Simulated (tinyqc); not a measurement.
# Worked calculation: undoped gate-all-around wire MOSFET, analytic charge model

Computed by the program tinyqc: `OMP_NUM_THREADS=1 python tinyqc.py 2460091 2460092 out.jsonl`, one thread of a shared Intel Xeon 2.30GHz, about 0.02 s for the whole run. Printed values are rounded.

An undoped round wire of radius R under an insulator shell and a surrounding gate; long channel, electrons only, n = ni exp((psi - V)/Vt) with V the quasi-Fermi potential (0 at the source, Vd at the drain), constant mobility, no quantisation. The radial Poisson equation gives n(r) = n(0)/(1 - (1 - b) r^2/R^2)^2 with b = Q0/(Q + Q0). Q is the electron charge per area of the wire surface.

Inputs (values chosen for the exercise); material values close to those of silicon: temperature T = 400 K; band gap Eg = 1.1 eV; relative permittivity of the semiconductor eps_r = 11.6; conduction-band density of states at T Nc = 4.25e19 cm^-3; valence-band density of states at T Nv = 4.11e19 cm^-3; relative permittivity of the gate insulator eox = 9.14; insulator thickness tox = 4.9 nm; wire radius R = 3 nm; gate work function less that of the intrinsic body dphi = 0.13 V; channel mobility mu = 760 cm^2/(V s); gate length L = 0.1 um; gate voltage Vg = 0.71 V; drain voltage Vd = 0.3 V.

Constants: q = 1.602176634e-19 C, kB = 1.380649e-23 J/K, Vt = kB T/q, eps0 = 8.8541878128e-14 F/cm where lengths are in cm. Results are converted to the units shown.

Range of the model: In a wire this thin, quantum confinement raises the threshold; it is left out. mu V/L, with V the smaller of Vd and Vg - V0, passes 3e6 cm/s, so velocity saturation, left out here, would lower the current.

## Constants of the wire

ni = sqrt(Nc Nv) exp(-Eg/(2 Vt)), Eg in volts; Cox = eps0 eox/(R ln(1 + tox/R)); Q0 = 4 eps0 eps_r Vt/R; V0 = dphi + Vt ln[8 eps0 eps_r Vt/(q ni R^2)].

ni = 4.913833e12 cm^-3
Cox = 2.786031 uF/cm^2
Q0 = 472.0395 nC/cm^2
V0 = 0.6539720 V

## Iteration 1: charge at the source by Newton steps

Q at the start = 47 nC/cm^2

With V = 0: f = Q/Cox + Vt ln(Q/Q0) + Vt ln(1 + Q/Q0) - (Vg - V0); f' = 1/Cox + Vt/Q + Vt/(Q + Q0); Q(new) = Q - f/f'.

f = -0.1154042 V
f' = 0.001158733 V cm^2/nC
Q after iteration 1 = 146.5952 nC/cm^2

## Iteration 2: charge at the source by Newton steps

As before.

f = -0.03439582 V
f' = 6.497848e-4 V cm^2/nC
Q after iteration 2 = 199.5293 nC/cm^2

## Course of the iteration: charge at the source by Newton steps

Stop when Q changes by less than 1e-8 nC/cm^2, or after 40 iterations.

Course of the iteration:
```
iteration  Q (nC/cm^2)  |change| (nC/cm^2)
1             146.5952                99.6
2             199.5293                52.9
3             202.8561                3.33
4             202.8650             8.90e-3
5             202.8650             6.23e-8
6             202.8650             < 1e-11
```

Converged in 6 iterations. At the end the number of correct digits about doubles with each step.

## Drain current and line charge

Qs = 202.8650 nC/cm^2
Qd = 0.3961965 nC/cm^2

Q solves Vg - V0 - V = Q/Cox + Vt ln(Q/Q0) + Vt ln(1 + Q/Q0). I = mu (2 pi R/L)[2 Vt (Qs - Qd) + (Qs^2 - Qd^2)/(2 Cox) + Vt Q0 ln((Qd + Q0)/(Qs + Q0))], with Qs at V = 0 and Qd at V = Vd. Electrons per length at the source: 2 pi R Qs/q; surface over centre density: (1 + Qs/Q0)^2.

first term = 1.999566 uA
second term = 1.058063 uA
third term = -0.8313655 uA
I = 2.226263 uA
electrons per length = 0.2386700 1/nm
surface over centre density = 2.044222

The square-law term makes up 47.5 % of the current.
